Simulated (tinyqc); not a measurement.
Electroplating on a thin resistive seed layer: kinetics, Wagner number and the terminal effect across a wafer. From one set of inputs to another, one input at a time. Computed by tinyqc, a small Python program. Command: `OMP_NUM_THREADS=1 python tinyqc.py 3120525 3120526 out.jsonl terminal ladder`. One thread of a shared host (Intel(R) Xeon(R) Processor @ 2.30GHz), about 0.05 s of CPU time with the checks.

Current enters the seed at the rim. The bath is treated as a local resistance per area (no lateral flow in the liquid), two electrons per ion, molar volume 7.11 cm^3/mol, Faraday constant F = e N_A, kinematic viscosity 0.01 cm^2/s, omega = 2 pi x rpm/60; k_B T/e is in volts.

The inputs printed are set A. Inputs not listed in the table keep their values of set A, so the rows need not describe a real material.

Inputs (values chosen for the exercise, of the order of those for copper plating on a thin cobalt or ruthenium seed): wafer radius R = 7.5 cm; seed thickness t = 65 nm; seed resistivity = 22 microohm cm; bath conductivity kappa = 0.066 S/cm; gap to the anode h = 8.8 cm; extra resistance of a porous plate = 0 ohm cm^2; exchange current density i_0 = 0.13 mA/cm^2; cathodic transfer coefficient alpha = 0.64; mean current density = 9.7 mA/cm^2; diffusivity of the metal ion = 6.4e-06 cm^2/s; metal ion concentration = 0.51 mol/L; rotation rate = 100 rpm; temperature T = 298 K.

Constants: e = 1.602176634e-19 C; N_A = 6.02214076e+23 1/mol; k_B = 8.617333262e-05 eV/K.

Method:
- Growth rate = i V_m/(2 F). Levich limit i_L = 0.62 x 2 F D^(2/3) omega^(1/2) nu^(-1/6) c. Tafel overpotential eta = (k_B T/(alpha e)) ln(i/i_0); kinetic resistance k_B T/(alpha e i); bath resistance h/kappa + plate; R_s = resistivity/t; Wagner number = kinetic resistance x kappa/R.
- Linearised: with R_t = kinetic + bath resistance the current density obeys (1/r)(r i')' = i R_s/R_t, so i = A I_0(r/l), l = sqrt(R_t/R_s); with x = R/l, edge/centre = I_0(x) and edge/mean = x I_0(x)/(2 I_1(x)).
- Voltage drop in the seed for a uniform current: i R_s R^2/4.

Each row keeps all changes above it:
```
input moved                              from     to  length l (cm)  drop for uniform current (mV)  Wagner number
set A                                       -      -         6.3731                          461.7       0.036402
gap to the anode h (cm)                   8.8     11         7.1038                          461.7       0.036402
exchange current density i_0 (mA/cm^2)   0.13  0.073         7.1038                          461.7       0.036402
cathodic transfer coefficient alpha      0.64   0.74         7.0922                          461.7       0.031482
seed thickness t (nm)                      65     13         3.1717                         2308.4       0.031482
mean current density (mA/cm^2)            9.7    7.8         3.1798                         1856.2       0.039151
seed resistivity (microohm cm)             22    4.2         7.2777                          354.4       0.039151
bath conductivity kappa (S/cm)          0.066  0.042         9.0798                          354.4       0.024914
```

Length l goes from 6.37 to 9.08, a factor 1.42 in all. The largest single move comes from seed resistivity (a factor 2.29), and seed thickness t works against it (a factor 0.447). Drop for uniform current goes from 462 to 354, a factor 0.768 in all. The largest single move comes from seed resistivity (a factor 0.191), and seed thickness t works against it (a factor 5.00). Wagner number goes from 0.0364 to 0.0249, a factor 0.684 in all. The largest single move comes from bath conductivity kappa (a factor 0.636), and mean current density works against it (a factor 1.24). The single moves hold for this order of the switches; the total does not depend on the order.

Extremes, crossings and ranges named in words are read from the listed rows.
